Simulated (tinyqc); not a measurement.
Donor binding, ionisation and the Mott limit: two steps of the calculation.

Hydrogenic donor: Ry = (m0 q^3/(8 eps0^2 h^2)) me/eps_r^2 in eV, E0 = cc Ry, radius a = q/(8 pi eps0 eps_r E0), Mott density Nm = (0.26/a)^3. Below Nm the level sinks as Ed = E0 [1 - (N/Nm)^(1/3)]. Neutrality: Nc F12(eta) = N/(1 + 2 exp(eta + Ed/kB T)), F12(x) = (2/sqrt(pi)) int_0^infinity sqrt(u)/(1 + exp(u - x)) du.

Inputs (values chosen for the exercise); band and dielectric values close to those of germanium: temperature T = 200 K; relative permittivity eps_r = 16.2; mass in the hydrogenic formula, set independently of Nc me = 0.12 m0; conduction-band density of states at 200 K Nc = 5.77e18 cm^-3; ratio of the true binding energy to the hydrogenic one cc = 1; donor density N = 6.3e14 cm^-3.

Constants: q = 1.602176634e-19 C, kB = 1.380649e-23 J/K, eps0 = 8.8541878128e-12 F/m, h = 6.62607015e-34 J s, m0 = 9.1093837015e-31 kg, Vt = kB T/q. Results are converted to the units shown.

Problem 1. Binding energy, radius and Mott density. The mean spacing of the donors is N^(-1/3).

Find: Ry; E0; a; Nm; spacing over a; Ed.

Solution 1.

Ry = 6.2212 meV
E0 = 6.2212 meV
a = 7.1439 nm
Nm = 4.8208e16 cm^-3
spacing over a = 16.329
Ed = 4.7558 meV

Problem 2. Ionisation. Solve the neutrality equation for eta. Boltzmann form: with k = (Nc/2) exp(-Ed/kB T) the ionised share is [-k + sqrt(k^2 + 4 k N)]/(2 N).

Ed = 4.7557985 meV

Wanted: eta; ionised share; n; ionised share, Boltzmann form.

Solution 2.

eta = -9.1227
ionised share = 99.971 %
n = 6.2982e14 cm^-3
ionised share, Boltzmann form = 99.971 %

With the level held at E0 the share would be 100 %.

Range of the model: A sharp level with degeneracy 2 overstates freeze-out near Nm, where the impurity band broadens and merges with the conduction band.

Program tinyqc, `OMP_NUM_THREADS=1 python tinyqc.py 2330004 2330005 out.jsonl`; Intel Xeon 2.30GHz, shared host, one thread, about 0.02 s.
